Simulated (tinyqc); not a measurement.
Interface traps by the conductance method, one level: one step of the calculation.

MOS capacitor on an n-type substrate; psi is the band bending, negative in depletion; only majority carriers are counted. The traps exchange electrons with the conduction band; their admittance lies in parallel with Cd, and that pair in series with Cox and Rs. w = 2 pi f.

Question. Capacitances and time constant. Cox = 3.9 eps0/EOT, LD = sqrt(eps0 eps_r Vt/(q Nd)), u = psi/Vt, Cd = (eps0 eps_r/(sqrt(2) LD)) |exp(u) - 1|/sqrt(exp(u) - u - 1); ns = Nd exp(u); tau = ft/(sn vth ns), Cit = q Nt ft (1 - ft)/Vt.

Inputs (values chosen for the exercise); band and dielectric values close to those of 4H silicon carbide: temperature T = 200 K; relative permittivity eps_r = 9.8; donor density Nd = 1.6e16 cm^-3; equivalent oxide thickness EOT = 2.4 nm; band bending psi ps = -0.22 V; capture cross-section for electrons sn = 2e-16 cm^2; thermal velocity vth = 1.6e7 cm/s; density of the level Nt = 6.8e10 cm^-2; occupation of the level at this bias ft = 0.31.

Constants: q = 1.602176634e-19 C, kB = 1.380649e-23 J/K, Vt = kB T/q, eps0 = 8.8541878128e-14 F/cm where lengths are in cm. Results are converted to the units shown.

Give: Cox; Cd; ns; tau; Cit.

Answer.

Cox = 1439 nF/cm^2
Cd = 74.06 nF/cm^2
ns = 4.575e10 cm^-3
tau = 0.002118 s
Cit = 135.2 nF/cm^2

Computed by the program tinyqc: `OMP_NUM_THREADS=1 python tinyqc.py 2030124 2030125 out.jsonl`, one thread of a shared Intel Xeon 2.30GHz, about 0.01 s for the whole run.
